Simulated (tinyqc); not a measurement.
# Well width and field from level and shift

Problem. An infinitely deep well has E_1(0) = C (pi/L)^2/m1, C = hbar^2/(2 m0), and in a field F (potential zero at the centre of the well) the second-order term of the shift is -m1 F^2 L^4 (15 - pi^2)/(48 C pi^4); higher orders are set aside. Find L and F.

Inputs (values chosen for the exercise):
```
symbol  value  unit  meaning
m1      0.062    m0     mass
```

Constants: q = 1.602176634e-19 C, hbar = 1.054571817e-34 J s, m0 = 9.1093837015e-31 kg, hbar^2/(2 m0) = 0.0380998212 eV nm^2. Results are converted to the units shown.

E_1(0) = 0.024294995 eV
second-order shift of level 1 = -0.36053899 meV

Answer. The level gives L, and the shift then gives F^2.

L = 15.80 nm
F = 0.001800 V/nm

Program tinyqc, `OMP_NUM_THREADS=1 python tinyqc.py 2580029 2580030 out.jsonl`; Intel Xeon 2.30GHz, shared host, one thread, about 0.02 s.
